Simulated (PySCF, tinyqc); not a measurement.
Worked calculation: RHF in the sto-3g basis, for H6, spin multiplicity 1. The lowest restricted solution is unstable here: a spin-polarised one lies 0.0690 hartree lower (PySCF). One step of it, computed by the program tinyqc.

Task: Iteration 3: DIIS coefficients. Solve [B -1; -1 0][c; lambda] = [0; -1] for the coefficients, which sum to one.

B (overlaps of the stored error matrices):
$$\begin{pmatrix}
8.0020600e-01 & -1.6976685e-01 & 6.3340873e-03 \\
-1.6976685e-01 & 7.3330520e-02 & 7.9033576e-03 \\
6.3340873e-03 & 7.9033576e-03 & 2.6258416e-03
\end{pmatrix}$$

Give: DIIS coefficients.

Result:

DIIS coefficients: [-0.0807, -0.3310, 1.4117]
